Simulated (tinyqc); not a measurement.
Domain walls in a thin film with perpendicular anisotropy: Bloch, Neel and chiral walls, motion and stripe domains. Changing the thickness t. Computed by tinyqc, a small Python program. Command: `OMP_NUM_THREADS=1 python tinyqc.py 3020393 3020394 out.jsonl mwall sweep`. One thread of a shared host (Intel(R) Xeon(R) Processor @ 2.30GHz), about 0.03 s of CPU time with the checks.

One-dimensional wall: polar angle theta(x), azimuth phi of the moment in the wall (phi = 0 Neel, 90 degrees Bloch). mu_0 = 1.25663706212e-6 T m/A, gamma = 1.76085963023e11 rad/(s T).

Inputs (values chosen for the exercise, for a model film):

| quantity | value | unit |
|---|---|---|
| saturation magnetisation M_s | 1040 | kA/m |
| exchange stiffness A | 23 | pJ/m |
| uniaxial anisotropy K_u | 1020 | kJ/m^3 |
| DMI constant D | 0.4 | mJ/m^2 |

Method:
- K_eff = K_u - mu_0 M_s^2/2; Delta = sqrt(A/K_eff); sigma_0 = 4 sqrt(A K_eff); profile theta = 2 arctan exp(x/Delta); quality factor Q = 2 K_u/(mu_0 M_s^2).
- sigma(phi) = sigma_0 + 2 Delta K_D cos^2(phi) - pi D cos(phi), with the wall shape anisotropy K_D = N_x mu_0 M_s^2/2, N_x = t ln 2/(pi Delta). The minimum has cos(phi) = D/D_N for D < D_N = 4 Delta K_D/pi and phi = 0 beyond; sigma turns negative at D_c = (sigma_0 + 2 Delta K_D)/pi.
- Dipolar length l = sigma/(mu_0 M_s^2); for t much smaller than the period the domain width is w = 0.955 t exp(pi l/t) (Kaplan and Gehring), given as log10 of w in nm.

One run for each value:

| thickness t (nm) | D_N (mJ/m^2) | wall energy sigma (mJ/m^2) | log10 of the domain width in nm |
|---|---|---|---|
| 0.50 | 0.09546 | 10.086 | 19.928 |
| 0.69 | 0.13173 | 10.143 | 14.575 |
| 0.97 | 0.18518 | 10.227 | 10.550 |
| 1.30 | 0.24819 | 10.326 | 8.067 |
| 1.90 | 0.36273 | 10.506 | 5.809 |
| 2.60 | 0.49637 | 10.686 | 4.521 |
| 3.60 | 0.68728 | 10.827 | 3.555 |
| 5.00 | 0.95456 | 10.929 | 2.873 |

Over the rows, D_N (mJ/m^2) rises from 0.0955 to 0.955 (exponent d ln y / d ln x about 1.0 throughout); wall energy sigma (mJ/m^2) rises from 10.1 to 10.9 (exponent d ln y / d ln x 0.017 between the first rows and 0.029 between the last); log10 of the domain width in nm falls from 19.9 to 2.87. D, K_u and M_s are held fixed; interface terms in a real film fall as 1/t.

Caution (rows 5.00): the formula for N_x assumes a film much thinner than the wall width.

Extremes, crossings and ranges named in words are read from the listed rows.
